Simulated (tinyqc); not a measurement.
Resistance of a source-drain extension with a graded tip: one step of the calculation.

y runs along the channel, the gate covers y > 0. The doping is N0 for y < y0 and N0 10^(-(y - y0)/la) beyond, uniform over the depth xj. Sheet conductance s(y) = q mu(N) max(N - Nch, 0) xj + (for y > 0) ma Cox Vo, with mu(N) = u0 + (u1 - u0)/(1 + (N/Nr)^au) and Cox = eps0 eox/tox. Current is taken as one-dimensional; depletion of the tip, spreading and the contact are left out. The metallurgical junction lies at yj, where N = Nch.

Problem. Sheet resistances and junction position. yj = y0 + la log10(N0/Nch); sheet resistance of the full extension 1/[q mu(N0)(N0 - Nch) xj] and of the gate-induced layer 1/(ma Cox Vo); metallurgical length Lg - 2 yj; ye is where the doped and the gate-induced conductances are equal.

Inputs (values chosen for the exercise); mobility law close to that of holes in silicon: relative permittivity of the gate insulator (close to aluminium oxide) eox = 8.91; insulator thickness tox = 3.9 nm; active doping of the extension far from the gate N0 = 2.3e20 cm^-3; lateral abruptness la = 2.3 nm/decade; position under the gate where the fall begins (gate edge at 0) y0 = 0.3 nm; depth of the extension xj = 22 nm; channel doping Nch = 3.8e17 cm^-3; gate overdrive Vo = 0.79 V; mobility of the gate-induced layer ma = 34 cm^2/(V s); mobility at low doping u1 = 470.5 cm^2/(V s); mobility at high doping u0 = 44.9 cm^2/(V s); reference doping Nr = 2.23e17 cm^-3; exponent au = 0.719; gate length Lg = 40 nm.

Constants: q = 1.602176634e-19 C, eps0 = 8.8541878128e-14 F/cm where lengths are in cm. Results are converted to the units shown.

Give: yj; sheet resistance of the extension; sheet resistance of the induced layer; metallurgical length; ye; N at ye.

Solution.

yj = 6.698 nm
sheet resistance of the extension = 258.6 ohm/square
sheet resistance of the induced layer = 1.840e4 ohm/square
metallurgical length = 26.60 nm
ye = 5.276 nm
N at ye = 1.579e18 cm^-3

The gate takes over 1.42 nm before the junction, where N is still 4.15 times the channel doping.

tinyqc, about 0.04 s, one thread, Intel Xeon 2.30GHz (shared host): `OMP_NUM_THREADS=1 python tinyqc.py 2282207 2282208 out.jsonl`
